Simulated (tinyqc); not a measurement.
Worked calculation: LDA (VWN5) atom on a uniform radial grid, spin-unpolarised, for Li. Computed by tinyqc, a small Python program that keeps every step. Settings: Z = 3, points = 64, R = 10.0, functional = lda,vwn, mixing = 1.0, iteration cap = 68. Command: `OMP_NUM_THREADS=1 python tinyqc.py 27683 27684 out.jsonl` (the two numbers bound the seeds that draw the settings). One thread of a shared host (Intel(R) Xeon(R) Processor @ 2.60GHz), about 0.02 s of CPU time with the checks. Later iterations appear only in the table of the cycle.

## Iteration 1

Spherical atom on a uniform radial grid r_j = j h with h = R/(N + 1), h sum u^2 = 1 and integrals as h times sums, u(0) = u(R) = 0 (atomic units):
```
parameter,value
Z,3
points N,64
R,10.000000
h,0.153846
mixing,1.000000
electrons in 1s,2
electrons in 2s,1
```

Three-point differences turn -u''/2 + [l(l+1)/2r^2 - Z/r + V] u = e u into a tridiagonal matrix (diagonal 1/h^2 + potential, off-diagonal -1/2h^2). D = sum f u^2; the Hartree potential y/r solves y'' = -D/r with y(0) = 0, y(R) = N_e; v_xc comes from rho = D/(4 pi r^2); E = sum f e - int D V + int D (V_H/2 + eps_xc); V(new) = V + mixing (V_H + v_xc - V).

eigenvalues (hartree): 1s -4.282918, 2s -1.110408

Every 4th grid point:
```
r,V in,u(1s),u(2s),D,V_H,v_xc
0.615385,0.000000,1.021308,0.092251,2.094649,3.596600,-0.821987
1.230769,0.000000,0.342335,-0.586993,0.578948,2.155233,-0.359128
1.846154,0.000000,0.086061,-0.749637,0.576769,1.550190,-0.280201
2.461538,0.000000,0.019231,-0.612291,0.375640,1.200175,-0.206846
3.076923,0.000000,0.004029,-0.412646,0.170309,0.970693,-0.142702
3.692308,0.000000,0.000810,-0.249314,0.062159,0.811553,-0.094726
4.307692,0.000000,0.000158,-0.140319,0.019689,0.696229,-0.061297
4.923077,0.000000,0.000030,-0.075131,0.005645,0.609334,-0.038878
5.538462,0.000000,0.000006,-0.038763,0.001503,0.541659,-0.024223
6.153846,0.000000,1.07e-06,-0.019435,0.000378,0.487498,-0.014847
6.769231,0.000000,1.96e-07,-0.009522,0.000091,0.443182,-0.008963
7.384615,0.000000,3.59e-08,-0.004575,0.000021,0.406250,-0.005336
8.000000,0.000000,6.52e-09,-0.002156,4.65e-06,0.375000,-0.003132
8.615385,0.000000,1.18e-09,-0.000983,9.67e-07,0.348214,-0.001798
9.230769,0.000000,2.08e-10,-0.000402,1.61e-07,0.325000,-0.000960
9.846154,0.000000,2.18e-11,-0.000069,4.82e-09,0.304688,-0.000290
```

total energy = -6.50160388 hartree

## Iteration 2

As before.

eigenvalues (hartree): 1s -1.249435, 2s -0.012083

Every 4th grid point:
```
r,V in,u(1s),u(2s),D,V_H,v_xc
0.615385,2.774614,1.004442,0.137097,2.036601,3.050779,-0.814765
1.230769,1.796105,0.523406,-0.098805,0.557670,1.873027,-0.355041
1.846154,1.269989,0.230574,-0.301132,0.197010,1.353403,-0.202532
2.461538,0.993329,0.095798,-0.428170,0.201684,1.074119,-0.171584
3.076923,0.827991,0.038509,-0.486771,0.239912,0.896351,-0.158115
3.692308,0.716828,0.015159,-0.495514,0.245993,0.769908,-0.142832
4.307692,0.634932,0.005886,-0.472505,0.223331,0.673758,-0.126550
4.923077,0.570457,0.002265,-0.431436,0.186147,0.597651,-0.110669
5.538462,0.517435,0.000867,-0.381312,0.145400,0.535859,-0.095830
6.153846,0.472652,0.000330,-0.327490,0.107250,0.484796,-0.082183
6.769231,0.434218,0.000126,-0.272868,0.074457,0.442032,-0.069624
7.384615,0.400914,0.000048,-0.218824,0.047884,0.405823,-0.057922
8.000000,0.371868,0.000018,-0.165862,0.027510,0.374872,-0.046754
8.615385,0.346416,0.000007,-0.114006,0.012997,0.348189,-0.035670
9.230769,0.324040,2.37e-06,-0.063029,0.003973,0.324998,-0.023860
9.846154,0.304397,3.79e-07,-0.012578,0.000158,0.304688,-0.008436
```

total energy = -6.90093540 hartree

## Convergence

Stop when input and output potentials agree to 1e-7.

Course of the cycle (hartree):
```
iteration,E,e(1s),e(2s),largest |V(out) - V(in)|
1,-6.50160388,-4.282918,-1.110408,4.22e+00
2,-6.90093540,-1.249435,-0.012083,1.13e+00
3,-6.93374150,-1.870492,-0.113546,3.44e-01
4,-6.93660192,-1.690143,-0.094698,1.02e-01
5,-6.93685400,-1.742028,-0.099944,3.02e-02
6,-6.93687614,-1.726733,-0.098460,8.94e-03
7,-6.93687809,-1.731255,-0.098896,2.65e-03
8,-6.93687826,-1.729914,-0.098767,7.86e-04
9,-6.93687828,-1.730311,-0.098806,2.33e-04
10,-6.93687828,-1.730194,-0.098794,6.91e-05
11,-6.93687828,-1.730228,-0.098798,2.05e-05
12,-6.93687828,-1.730218,-0.098797,6.08e-06
13,-6.93687828,-1.730221,-0.098797,1.80e-06
14,-6.93687828,-1.730220,-0.098797,5.34e-07
15,-6.93687828,-1.730221,-0.098797,1.58e-07
16,-6.93687828,-1.730220,-0.098797,4.70e-08
```

Converged in 16 iterations. A uniform grid resolves the cusp poorly: for a bare nucleus this grid gives 1s at -4.28292 against -Z^2/2 = -4.5 hartree. Before convergence this energy mixes input and output and is not variational, so it may rise towards its limit.
